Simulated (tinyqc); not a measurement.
Minority carriers and saturation current of a heavily doped emitter: two steps of the calculation.

n-type, parabolic bands, full ionisation. eta = (EF - Ec)/kB T solves N = Nc F12(eta), F12(x) = (2/sqrt(pi)) int_0^infinity sqrt(u)/(1 + exp(u - x)) du. The gap shrinks rigidly by dEg = E1 [ln(N/N0) + sqrt(ln^2(N/N0) + 0.5)], an empirical law that is here taken as the true narrowing.

Parameters, values chosen for the exercise; band and dielectric values close to those of silicon:
- T = 300 K (temperature)
- Eg = 1.11 eV (band gap)
- Nc = 2.82e19 cm^-3 (conduction-band density of states at 300 K)
- Nv = 2.62e19 cm^-3 (valence-band density of states at 300 K)
- N = 3.1e19 cm^-3 (ionised donor density)
- E1 = 7.8 meV (energy of the narrowing law)
- N0 = 1.8e17 cm^-3 (density of the narrowing law)

Constants: q = 1.602176634e-19 C, kB = 1.380649e-23 J/K, Vt = kB T/q. Results are converted to the units shown.

Problem 1. Fermi level. Newton step on ln F12(eta) = ln(N/Nc): eta(new) = eta - ln(Nc F12/N) F12/Fm, Fm(x) = dF12/dx = (1/sqrt(pi)) int_0^infinity u^(-1/2)/(1 + exp(u - x)) du.

eta at the start (Boltzmann value) = 0.0947

Wanted: F12; Fm; eta after iteration 1.

Solution 1.

F12 = 0.8242
Fm = 0.6414
eta after iteration 1 = 0.4648

Problem 2. Effective intrinsic density. ni = sqrt(Nc Nv) exp(-Eg/(2 Vt)), Eg in volts; degeneracy factor g = F12(eta) exp(-eta); nie^2 = ni^2 exp(dEg/kB T) g, p0 = nie^2/N; apparent narrowing dEg + kB T ln g.

converged eta = 0.47753214

Give: ni; dEg; g; apparent narrowing; nie; p0.

Solution 2.

ni = 1.290e10 cm^-3
dEg = 80.70 meV
g = 0.6819
apparent narrowing = 70.80 meV
nie = 5.074e10 cm^-3
p0 = 83.06 cm^-3

Narrowing multiplies p0 by 22.7 and degeneracy by 0.682.

Range of the model: Band tails, non-parabolic bands and incomplete ionisation are left out.

tinyqc, about 0.01 s, one thread, Intel Xeon 2.30GHz (shared host): `OMP_NUM_THREADS=1 python tinyqc.py 2330031 2330032 out.jsonl`
